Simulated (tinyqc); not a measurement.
Electron-beam lithography: double-Gaussian proximity function, edge placement and dose correction for parallel lines: one step, computed by the program tinyqc.

Lines are infinitely long. Absorbed energy is counted so that the middle of a very large area written at dose 1 receives 1; the resist develops where it exceeds 1/2.

Task: Shot noise and writing time. With dose = d_s D0: electrons per pixel N = dose x pixel area/e; relative noise 1/sqrt(N); time per cm^2 of pattern area = dose x density/current; pixel rate = current/(dose x pixel area).

Inputs (values chosen for the exercise, of the order of those for 100 keV electrons in resist on silicon): beam current = 43 nA; pixel size = 4 nm; pattern density around the test line = 0.24.

dose = 656.25 microcoulomb/cm^2

Constants: e = 1.602176634e-19 C.

Give: electrons per pixel; shot noise; writing time per cm^2; pixel rate.

Result:

electrons per pixel = 655.36

shot noise = 3.9063 %

writing time per cm^2 = 1.0174 h

pixel rate = 409.52 MHz
